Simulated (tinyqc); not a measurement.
Raising the field: quantum-confined Stark effect in a modulator well.

Envelopes on cells of 0.5 angstrom over the well |z| < L/2 and 45 angstrom of barrier on each side, psi = 0 beyond, psi'/m continuous (mean mass between points), c = hbar^2/2m0. The electron sees + e F z and the hole - e F z, each with its offset in the barriers; 1 kV/cm = 1e-5 eV/angstrom. Light holes, band mixing and escape by tunnelling are left out.

Exciton: in-plane function exp(-rho/lam), 1/mu = 1/me + 1/mp, E(lam) = c/(mu lam^2) - (q/eps) times the integral over k of Fm(k)(1 + (k lam/2)^2)^(-3/2), Fm(k) the double integral of psi_e^2 psi_h^2 exp(-k |z - z'|), q = e^2/(4 pi eps0); binding Eb = -E at the minimum. Line at Eg + E_e + E_h - Eb, strength proportional to overlap^2/lam^2.

Constants: hbar^2/2m0 = 3.80998211 eV angstrom^2; e^2/(4 pi eps0) = 14.39964547 eV angstrom; hc = 1239.841984 eV nm.

Inputs chosen for the exercise (near those of a Ge well in SiGe, direct gap; shifted at random, so the results belong to these values and not to a real crystal):

| symbol | value | unit | meaning |
|---|---|---|---|
| L | 96 | angstrom | well width |
| Vc | 0.361 | eV | conduction offset |
| Vv | 0.117 | eV | heavy-hole offset |
| me | 0.0418 | m0 | electron, well |
| meb | 0.0562 | m0 | electron, barrier |
| mh | 0.214 | m0 | heavy hole along z, well |
| mhb | 0.222 | m0 | heavy hole, barrier |
| Eg | 0.838 | eV | gap of the well |
| mp | 0.068 | m0 | heavy hole in the plane |
| eps | 15.8 |  | dielectric constant |
| Fs | (0, 15, 31, 46, 63, 81, 102) | kV/cm | fields |

All quantities anew; shifts from zero field.

Results:

| F (kV/cm) | dE_e (meV) | dE_h (meV) | Eb (meV) | line shift (meV) | overlap^2 | relative strength |
|---|---|---|---|---|---|---|
| 0 | 0.00 | 0.00 | 3.88 | 0.00 | 0.995 | 1.000 |
| 15 | -0.09 | -0.33 | 3.87 | -0.40 | 0.981 | 0.981 |
| 46 | -0.85 | -2.96 | 3.78 | -3.72 | 0.878 | 0.848 |
| 63 | -1.59 | -5.40 | 3.72 | -6.83 | 0.797 | 0.747 |
| 81 | -2.62 | -8.62 | 3.64 | -11.01 | 0.706 | 0.638 |
| 102 | -4.14 | -13.10 | 3.55 | -16.91 | 0.602 | 0.521 |

Give the missing row, F (kV/cm) = 31.

Computed row:
```
F (kV/cm)  dE_e (meV)  dE_h (meV)  Eb (meV)  line shift (meV)  overlap^2  relative strength
31              -0.39       -1.37      3.83             -1.71      0.938              0.925
```

The line shift grows with exponent 1.99 in F at low field and 1.86 at the end, still close to the quadratic law. The hole gives 78 % of the level shift in the second row and 76 % in the last. The largest shift is 4.4 times the zero-field binding, yet 91 % of the binding survives, since the walls stop the field from pulling the pair apart. The strength keeps 52 %.

Run: tinyqc, `OMP_NUM_THREADS=1 python tinyqc.py 1251979 1251980 out.jsonl`; Intel(R) Xeon(R) Processor @ 2.30GHz, one thread, shared host; about 0.2 s of CPU time with all checks.
